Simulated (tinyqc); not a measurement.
Two-step dopant diffusion (predeposition and drive-in) with a constant diffusivity: one step, computed by the program tinyqc.

Fick diffusion into a half space x > 0 whose background doping C_B is of the opposite type, so that a junction lies where C = C_B.

Question. Drive-in as a Gaussian. With a sealed surface and a thin source, C = Q/sqrt(pi (Dt)2) exp(-x^2/(4 (Dt)2)); x_j = 2 sqrt((Dt)2 ln(C(0)/C_B)); gradient at the junction |dC/dx| = C_B x_j/(2 (Dt)2).

Inputs (values chosen for the exercise, modelled on gallium in silicon):
```
quantity                        value    unit
surface concentration C_s     6.9e+18  1/cm^3
background doping C_B         9.5e+15  1/cm^3
predeposition temperature T1      950       C
drive-in temperature T2          1025       C
```

dose Q = 8.905078e+12 1/cm^2

drive-in budget (Dt)2 = 2.013111e-10 cm^2

Give: surface concentration C(0) (Gaussian); junction depth x_j; gradient at the junction.

Answer.

surface concentration C(0) (Gaussian) = 3.541e+17 1/cm^3

junction depth x_j = 0.5398 um

gradient at the junction = 1.274e+21 1/cm^4

Caution: C_s exceeds the intrinsic carrier density of silicon at the predeposition temperature (2e18 to 1e19 per cm^3), where real diffusivities rise with concentration and profiles turn box-like.
